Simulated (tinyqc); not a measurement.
# Electron continuity equation in a given potential, Scharfetter-Gummel discretisation: three discretisations compared

Steady state in one dimension: J = q mu n E + q D dn/dx with E = -dpsi/dx and D = mu Vt, dJ/dx = 0, fixed densities nL and nR at the ends. The potential is given, psi = U x/L, and is not changed by the electrons.

9 equal intervals. Fluxes J_i = (q D/h)(n_(i+1) P_i - n_i Q_i), d_i = (psi_(i+1) - psi_i)/Vt: Scharfetter-Gummel P = B(d), Q = B(-d), B(d) = d/(exp(d) - 1); central P = 1 - d/2, Q = 1 + d/2; upwind P = 1 + max(-d, 0), Q = 1 + max(d, 0). Balance at each inner node: J_i - J_(i-1) = 0. The reference is Scharfetter-Gummel on 1800 intervals.

Parameters, values chosen for the exercise; mobility close to that of silicon at room temperature: temperature T = 350 K; electron mobility mu = 1340 cm^2/(V s); length of the region L = 2.3 um; density at x = 0 nL = 3.6e15 cm^-3; density at x = L nR = 0 cm^-3; potential difference psi(L) - psi(0) U = -0.18 V.

Constants: q = 1.602176634e-19 C, kB = 1.380649e-23 J/K, Vt = kB T/q. Results are converted to the units shown.

Densities (cm^-3):
```
node	Scharfetter-Gummel	central	upwind	reference
0	3.600e15	3.600e15	3.600e15	3.600e15
1	1.850e15	1.804e15	2.150e15	1.850e15
2	9.489e14	9.018e14	1.278e15	9.489e14
3	4.845e14	4.490e14	7.533e14	4.845e14
4	2.451e14	2.218e14	4.381e14	2.451e14
5	1.218e14	1.077e14	2.485e14	1.218e14
6	5.829e13	5.043e13	1.345e14	5.829e13
7	2.556e13	2.168e13	6.599e13	2.556e13
8	8.690e12	7.245e12	2.478e13	8.690e12
9	0	0	0	0
```

Largest errors as a share of the largest reference density listed: Scharfetter-Gummel under 1e-7 %, central 1.3 %, upwind 9.1 %. The largest |d| is 0.663. Upwinding stays positive but acts as if D were larger by the factor 1 + |d|/2, up to 1.33 here.

Program tinyqc, `OMP_NUM_THREADS=1 python tinyqc.py 2220027 2220028 out.jsonl`; Intel Xeon 2.30GHz, shared host, one thread, about 0.01 s.
